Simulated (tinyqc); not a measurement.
# Nanowire ballistic transistor, top-of-the-barrier model: effect of the temperature

At the top of the source barrier, states moving towards the drain are filled by the source (Fermi level 0) and states moving back by the drain (Fermi level -q Vd); nothing scatters. U is the shift of the band edge there, set by the capacitances CG, CD and CS (the total) and by the charge. Parabolic one-dimensional subband; the source is grounded.

N0 = gv sqrt(2 m kB T/pi)/hbar, CG = 2 pi eps0 eox/ln(1 + 2 tox/d), CS = CG/aG, n0 = n at U = 0 and Vd = 0. eta1 = -(E0 + U)/Vt, eta2 = eta1 - Vd/Vt, n = (N0/2)[F_(-1/2)(eta1) + F_(-1/2)(eta2)], F_(-1/2)(x) = (1/sqrt(pi)) int_0^infinity u^(-1/2)/(1 + exp(u - x)) du. U = UL + q (n - n0)/CS with UL = -(aG Vg + aD Vd), energies in eV. I = gv (2 q^2/h) Vt [ln(1 + exp eta1) - ln(1 + exp eta2)]. CQ = (q/Vt) dn/d(eta1). E0 is held fixed.

Parameters, values chosen for the exercise; mass and valleys close to those of a monolayer dichalcogenide:
```
symbol  value  unit                                                                 meaning
m       0.507    m0                                                          effective mass
gv          2                                                             valley degeneracy
eox        16                                   relative permittivity of the gate insulator
tox       3.2    nm                                                     insulator thickness
d           3    nm                                                           wire diameter
aG       0.79                                                            gate control CG/CS
aD      0.019                                                           drain control CD/CS
E0       0.22    eV  band edge at the barrier top above the source Fermi level at zero bias
Vg        0.8     V                                                            gate voltage
Vd        0.8     V                                                           drain voltage
```

Constants: q = 1.602176634e-19 C, kB = 1.380649e-23 J/K, hbar = 1.054571817e-34 J s, h = 6.62607015e-34 J s, m0 = 9.1093837015e-31 kg, Vt = kB T/q, eps0 = 8.8541878128e-14 F/cm where lengths are in cm. Results are converted to the units shown.

Effect of the temperature:
```
T (K)   eta1  n (cm^-1)  I (uA)  mean velocity I/(q n) (cm/s)   CQ/CS
50     56.11    1.142e7   37.47                       2.048e7  0.3837
77     36.44    1.142e7   37.47                       2.049e7  0.3839
120    23.39    1.141e7   37.48                       2.050e7  0.3843
180    15.60    1.140e7   37.50                       2.052e7  0.3854
240    11.71    1.139e7   37.53                       2.056e7  0.3870
300    9.378    1.138e7   37.57                       2.061e7  0.3893
360    7.827    1.136e7   37.63                       2.068e7  0.3923
420    6.724    1.134e7   37.72                       2.076e7  0.3959
```

Read the table: what changes, and by how much?

As T goes from 50 to 420 K, n falls from 1.14e7 to 1.13e7 cm^-1, the mean velocity rises from 2.05e7 to 2.08e7 cm/s and the current rises from 37.5 to 37.7 uA. CQ/CS goes from 0.38 to 0.40. For T = 240 to 420 K higher subbands of the wire, left out here, could begin to fill.

Numbers from tinyqc (`OMP_NUM_THREADS=1 python tinyqc.py 2400065 2400066 out.jsonl`; about 0.04 s on one thread of a shared Intel Xeon 2.30GHz).
